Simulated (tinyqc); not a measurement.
## On-chip interconnect, size-dependent resistivity and RC delay: delay against the line length

A rectangular line between two neighbours and two ground planes. Surface and grain-boundary scattering are added to the bulk resistivity as corrections; capacitances are parallel-plate values without fringing; inductance is ignored.

Metal width x = wd - 2 tl, height y = AR wd - tl; grain boundaries (Mayadas-Shatzkes): al = (lam/(gr x)) Rg/(1 - Rg), g = 1/[1 - 3 al/2 + 3 al^2 - 3 al^3 ln(1 + 1/al)] - 1; surfaces (Fuchs-Sondheimer, thick limit): s = (3/8) lam (1 - ps)(1/x + 1/y); rho = rho0 (1 + g + s); r = rho/(x y); c = eps0 ek (2 wd/hd + 2 Mf AR wd/sp). Elmore delay tE = Rd (c Lw + Cl) + r Lw (c Lw/2 + Cl); t50 is the time at which the far end of a ladder of 30 pi sections (half capacitances at both ends, Cl at the far end, a step applied through Rd) reaches half the step; line share r Lw/(Rd + r Lw); estimate 0.69 Rd (c Lw + Cl) + 0.38 r c Lw^2 + 0.69 r Lw Cl.

Inputs (values chosen for the exercise); metal values close to those of copper: bulk resistivity rho0 = 1.67 uohm cm; bulk mean free path lam = 40 nm; specular share of surface scattering ps = 0.5; reflection coefficient of grain boundaries Rg = 0.52; grain size over the metal width gr = 1; drawn line width wd = 96 nm; aspect ratio, height over width AR = 2.5; liner on both walls and the bottom, not conducting tl = 1.2 nm; space to the neighbouring lines sp = 190 nm; dielectric height to the planes above and below hd = 170 nm; relative permittivity of the dielectric ek = 2.5; Miller factor of the neighbours Mf = 0; driver resistance Rd = 8800 ohm; load capacitance Cl = 3.9 fF.

Constants: eps0 = 8.8541878128e-12 F/m. Results are converted to the units shown.

The same in every row: rho (uohm cm) = 2.942; r (ohm/um) = 1.316; c (fF/um) = 0.02500.

Result of one run:
```
Lw (um)  tE (ps)  t50 (ps)  estimate (ps)  line share of the resistance (%)
50         45.62     31.63          31.48                            0.7423
```

What becomes of these results when the line length Lw is changed from 50 to 3 um, all else the same?

Result of the changed run:
```
Lw (um)  tE (ps)  t50 (ps)  estimate (ps)  line share of the resistance (%)
3          35.00     24.26          24.15                           0.04485
```

The whole series:
```
Lw (um)  tE (ps)  t50 (ps)  estimate (ps)  line share of the resistance (%)
1          34.55     23.94          23.84                           0.01495
3          35.00     24.26          24.15                           0.04485
7          35.90     24.88          24.77                            0.1046
20         38.83     26.92          26.79                            0.2982
50         45.62     31.63          31.48                            0.7423
100        57.00     39.55          39.34                             1.474
400        127.0     88.45          87.82                             5.645
1000       275.9     193.4          191.5                             13.01
3000       857.8     610.9          602.2                             30.97
```

As Lw goes from 1 to 3000, r stays at 1.32 ohm/um, c stays at 0.0250 fF/um and t50 rises from 23.9 to 611 ps. t50/tE lies between 0.693 and 0.712, and the estimate is within 1.4 % of t50. The delay goes as Lw^(0.01) for the shortest lines and Lw^(1.05) for the longest; the line resistance equals Rd at 6690 um.

Computed by the program tinyqc: `OMP_NUM_THREADS=1 python tinyqc.py 2100018 2100019 out.jsonl`, one thread of a shared Intel Xeon 2.30GHz, about 0.01 s for the whole run.
